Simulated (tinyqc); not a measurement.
Worked calculation: one-electron ion in a basis of Gaussians. Computed by tinyqc, a small Python program that keeps every step. Settings: Z = 1, l = 0. Command: `OMP_NUM_THREADS=1 python tinyqc.py 21578 21579 out.jsonl` (the two numbers bound the seeds that draw the settings). One thread of a shared host (Intel(R) Xeon(R) Processor @ 2.60GHz), about 0.01 s of CPU time with the checks.

## Matrices over normalised Gaussians

exponents of r^l exp(-a r^2) (1/bohr^2): 0.112200  0.248300

Z = 1

l = 0

With p = a_i + a_j and I(k) = Gamma((k+1)/2) / (2 p^((k+1)/2)): S = I(2l+2), T = (2l+3) a_i a_j S / p, V = -Z I(2l+1), each divided by sqrt(S_ii S_jj).

S:
```
          1         2
1  1.000000  0.891075
2  0.891075  1.000000
```

T (hartree):
```
          1         2
1  0.168300  0.206585
2  0.206585  0.372450
```

V (hartree):
```
           1          2
1  -0.534523  -0.603701
2  -0.603701  -0.795167
```

## Generalised eigenproblem

H = T + V (hartree):
```
           1          2
1  -0.366223  -0.397116
2  -0.397116  -0.422717
```

Solve H C = S C e through S^(-1/2); each column has its largest component positive (the first on a tie).

eigenvalues of S: 0.108925  1.891075

eigenvalues (hartree): -0.427170  0.032867

coefficients:
```
          1          2
1  0.216783   2.192651
2  0.801978  -2.052205
```

For Z = 1 and l = 0 the exact lowest level is -Z^2/(2 n^2) with n = l + 1: -0.500000 hartree.
